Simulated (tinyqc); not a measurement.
Permeation of metal atoms or ions through a thin barrier or dielectric: time lag, field-aided drift and lifetime: one step, computed by the program tinyqc. Command: `OMP_NUM_THREADS=1 python tinyqc.py 3024566 3024567 out.jsonl barrier walk`. One thread of a shared host (Intel(R) Xeon(R) Processor @ 2.30GHz), about 0.01 s of CPU time with the checks.

The film 0 < x < d is empty at first; C = C0 at x = 0 and C = 0 at x = d. dC/dt = D d2C/dx2 - v dC/dx with drift v = D z e V/(k_B T d) (uniform field, no space charge).

Question. Time to the critical dose. Steady flux J = (D C0/d) P/(1 - exp(-P)); time lag in units of d^2/D: s_L = [P (1 + exp(-P))/(1 - exp(-P)) - 2]/P^2 (P = 0: J = D C0/d, s_L = 1/6). Dose through the film Q(s) = C0 d {f (s - s_L) - 2 exp(P/2) sum_(n=1..200) (-1)^n n^2 pi^2 exp(-l_n s)/l_n^2}, l_n = n^2 pi^2 + P^2/4, f = P/(1 - exp(-P)) the relative flux. Temperatures in kelvin are T(C) + 273.15. Solve Q = Q_c for s. At the use temperature D and P take T_u, with the same C0 and V; 1 year = 3.15576e7 s.

Inputs (values chosen for the exercise, for a model case: singly charged ions through a dielectric):
```
quantity                                   value    unit
thickness d                                   94      nm
prefactor D0                             5.5e-06  cm^2/s
activation energy E                         0.86      eV
concentration at the source side C0      2.5e+13  1/cm^3
charge number z                                1       -
voltage V (positive drives ions across)    -0.11       V
critical dose Q_c                          8e+08  1/cm^2
test temperature T                           300       C
use temperature T_u                          100       C
```

Peclet number P = -2.227160

time scale d^2/D = 586.1090 s

Constants: k_B = 8.617333262e-05 eV/K.

Give: s at the critical dose; failure time at T; failure time at T_u.

Answer.

s at the critical dose = 12.80

failure time at T = 7503 s

failure time at T_u = 6.211 years

Caution: grain boundaries, pinholes, trapping and space charge are left out; thin real barriers usually fail at defects.
